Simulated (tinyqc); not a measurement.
# Changing the valley separation dE

Model: two-valley model of the transferred-electron effect. Computed by tinyqc, a small Python program. Command: `OMP_NUM_THREADS=1 python tinyqc.py 3029891 3029892 out.jsonl gunn sweep`. One thread of a shared host (Intel(R) Xeon(R) Processor @ 2.30GHz), about 0.03 s of CPU time with the checks.

Both kinds of valley share one electron temperature T_e, and each has a constant mobility.

Inputs (values chosen for the exercise, modelled on GaAs):

| quantity | value | unit |
|---|---|---|
| central-valley mass m1 | 0.067 | m_0 |
| satellite-valley mass m2 | 0.23 | m_0 |
| satellite valleys Z | 4 | - |
| central-valley mobility mu1 | 8600 | cm^2/(V s) |
| satellite-valley mobility mu2 | 160 | cm^2/(V s) |
| energy relaxation time tau_E | 1.1 | ps |
| lattice temperature T | 150 | K |

Solver: damped fixed point.

Constants: k_B = 8.617333262e-05 eV/K.

Method. Density-of-states ratio R = Z (m2/m1)^(3/2); n2/n1 = R exp(-dE/(k_B T_e)); mean mobility mu = (mu1 + mu2 n2/n1)/(1 + n2/n1); energy balance e mu F^2 = (3/2) k_B (T_e - T)/tau_E; v = mu F. Using T_e as the parameter, F(T_e) = sqrt(3 k_B (T_e - T)/(2 e mu tau_E)) and v = mu F; find the first maximum and the next minimum of v, and the most negative dv/dF between them.

One run for each value:

| valley separation dE (eV) | threshold field (kV/cm) | peak velocity (1e7 cm/s) | peak-to-valley ratio | T_e at the threshold (K) |
|---|---|---|---|---|
| 0.11 | 2.6922 | 1.1221 | 1.0383 | 407.1 |
| 0.14 | 2.7477 | 1.3495 | 1.0802 | 465.6 |
| 0.25 | 3.4220 | 2.0001 | 1.1583 | 732.5 |
| 0.34 | 3.9580 | 2.4124 | 1.1857 | 962.6 |
| 0.45 | 4.5417 | 2.8381 | 1.2043 | 1246.9 |
| 0.60 | 5.2412 | 3.3332 | 1.2187 | 1636.7 |
| 0.80 | 6.0536 | 3.8973 | 1.2295 | 2157.8 |

Give the missing row, valley separation dE (eV) = 0.19.

Computed row; columns: (1) valley separation dE (eV); (2) threshold field (kV/cm); (3) peak velocity (1e7 cm/s); (4) peak-to-valley ratio; (5) T_e at the threshold (K):
```
(1)      (2)     (3)     (4)    (5)
0.19  3.0392  1.6734  1.1261  582.8
```

Interpolating between the two neighbouring rows (the first column on a logarithmic scale, the others too where they are positive) misses most in threshold field (kV/cm), by 1.5 %. Over the rows, threshold field (kV/cm) rises from 2.69 to 6.05 (exponent d ln y / d ln x 0.084 between the first rows and 0.50 between the last); peak velocity (1e7 cm/s) rises from 1.12 to 3.90 (exponent d ln y / d ln x 0.77 between the first rows and 0.54 between the last); peak-to-valley ratio rises from 1.04 to 1.23 (exponent d ln y / d ln x 0.16 between the first rows and 0.031 between the last).  Left out: 0.0800 (no negative differential mobility).

Extremes, crossings and ranges named in words are read from the listed rows.
